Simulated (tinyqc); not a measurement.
Changing the grain-boundary reflection R: size effects in the resistivity of thin metal films and interconnect lines. Computed by tinyqc, a small Python program. Command: `OMP_NUM_THREADS=1 python tinyqc.py 3005012 3005013 out.jsonl size sweep`. One thread of a shared host (Intel(R) Xeon(R) Processor @ 2.30GHz), about 0.01 s of CPU time with the checks.

Electrons lose their drift at surfaces (a share 1 - p of the hits) and at grain boundaries (reflection R), besides bulk scattering.

Inputs (values chosen for the exercise, modelled on gold): bulk resistivity rho_b = 2.16 microohm cm; bulk mean free path lambda = 37.3 nm; specularity p = 0; film thickness h = 37 nm; grain size over thickness = 1.1.

Geometry: film.

Method:
- D = (ratio) h.
- Mayadas-Shatzkes: alpha = (lambda/D) R/(1 - R); rho_b/rho = 1 - 3 alpha/2 + 3 alpha^2 - 3 alpha^3 ln(1 + 1/alpha).
- Fuchs-Sondheimer film: rho_b/rho = 1 - (3/(2 kappa))(1 - p) int_0^1 (s - s^3)(1 - exp(-kappa/s))/(1 - p exp(-kappa/s)) ds, f = rho/rho_b, kappa = thickness/lambda, 80 Gauss-Legendre points.
- Both together (Mayadas-Shatzkes film): rho_b/rho = (rho_b/rho of the grains alone) - (6/(pi kappa))(1 - p) int_0^(pi/2) dphi int_0^1 ds (cos^2 phi/H^2)(s - s^3)(1 - exp(-kappa H/s))/(1 - p exp(-kappa H/s)), H = 1 + alpha/(cos phi sqrt(1 - s^2)), 40 x 80 Gauss-Legendre points.
- Sheet resistance rho/h; additive estimate rho_b (f_surface + f_grain - 1).

One run for each value:
```
grain-boundary reflection R  resistivity rho (microohm cm)  rho/rho_b from grains  alpha
0.05                                                  3.31                  1.071  0.048
0.16                                                  3.67                  1.251  0.175
0.26                                                  4.09                  1.456  0.322
0.37                                                  4.70                  1.753  0.538
0.48                                                  5.57                  2.170  0.846
0.59                                                  6.91                  2.807  1.319
0.69                                                  8.96                  3.773  2.040
0.80                                                 13.62                  5.946  3.666
```

Describe the trends.

Over the rows, resistivity rho (microohm cm) rises from 3.31 to 13.6 (exponent d ln y / d ln x 0.089 between the first rows and 2.8 between the last); rho/rho_b from grains rises from 1.07 to 5.95 (exponent d ln y / d ln x 0.13 between the first rows and 3.1 between the last); alpha rises from 0.0482 to 3.67 (exponent d ln y / d ln x 1.1 between the first rows and 4.0 between the last).
